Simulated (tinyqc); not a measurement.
MOS capacitor on an n-type substrate, surface potential from the exact charge relation: one step of the calculation.

Uniform n-type substrate, Boltzmann statistics, full ionisation, classical densities. psi is the surface potential against the body (positive when the bands bend down) and u = -psi/Vt. Traps are spread evenly over the gap and neutral at flat band, so their charge is -q Dit psi; the minority quasi-Fermi level is shifted by Vb.

Question. Charges, field and capacitances at the solution. ni = sqrt(Nc Nv) exp(-Eg/(2 Vt)), Eg in volts; phiF = Vt ln(N/ni); Cox = eps0 eox/tox; Vfb = phiM - chi - Vt ln(Nc/N) - q Nf/Cox; Q0 = sqrt(2 eps0 eps_r q N Vt); r = (ni/N)^2 exp(-Vb/Vt); VT = Vfb - [(2 phiF + Vb)(1 + q Dit/Cox) + sqrt(2 eps0 eps_r q N (2 phiF + Vb))/Cox].

u = -psi/Vt; F^2 = exp(-u) + u - 1 + r (exp(u) - u - 1); Qs = +sign(u) Q0 F; Cs = -dQs/dpsi = (Q0/Vt) |1 - exp(-u) + r (exp(u) - 1)|/(2 F). Low frequency: 1/C_LF = 1/Cox + 1/(Cs + q Dit). High frequency, in the simple estimate in which traps and minority carriers do not follow: 1/C_HF = 1/Cox + 1/Cd, Cd being Cs with r = 0 at the same psi. Minority sheet density N_inv = (Q0/(2 q)) int_0^u r (exp(t) - 1)/F(t) dt for u > 0. Oxide field |Qs - q Dit psi + q Nf|/(eps0 eox).

Inputs (values chosen for the exercise); band and dielectric values close to those of 4H silicon carbide:
- T = 293 K (temperature)
- Eg = 3.32 eV (band gap)
- eps_r = 9.56 (relative permittivity)
- Nc = 1.67e19 cm^-3 (conduction-band density of states at T)
- Nv = 2.37e19 cm^-3 (valence-band density of states at T)
- N = 6e15 cm^-3 (donor density of the substrate)
- eox = 21.4 (relative permittivity of the gate insulator (close to hafnium oxide))
- tox = 51 nm (insulator thickness)
- Nf = 0 cm^-2 (fixed charge at the interface, in units of q)
- Dit = 4.2e10 cm^-2 eV^-1 (density of interface traps)
- Vb = 0 V (reverse bias of the inversion layer against the body)

Constants: q = 1.602176634e-19 C, kB = 1.380649e-23 J/K, Vt = kB T/q, eps0 = 8.8541878128e-14 F/cm where lengths are in cm. Results are converted to the units shown.

converged psi = -3.0012451 V

Give: Qs; N_inv; oxide field; Cs; C_LF/Cox; C_HF/Cox.

Answer.

Qs = 79.558 nC/cm^2
N_inv = 6.2457e10 cm^-2
oxide field = 0.052646 MV/cm
Cs = 0.38020 uF/cm^2
C_LF/Cox = 0.51015
C_HF/Cox = 0.030511

The surface is in strong inversion (borders at |psi| = 0, phiF + Vb and 2 phiF + Vb = 2.91 V). Minority carriers make up 12.6 % of Qs.

Numbers from tinyqc (`OMP_NUM_THREADS=1 python tinyqc.py 2060153 2060154 out.jsonl`; about 0.01 s on one thread of a shared Intel Xeon 2.30GHz).
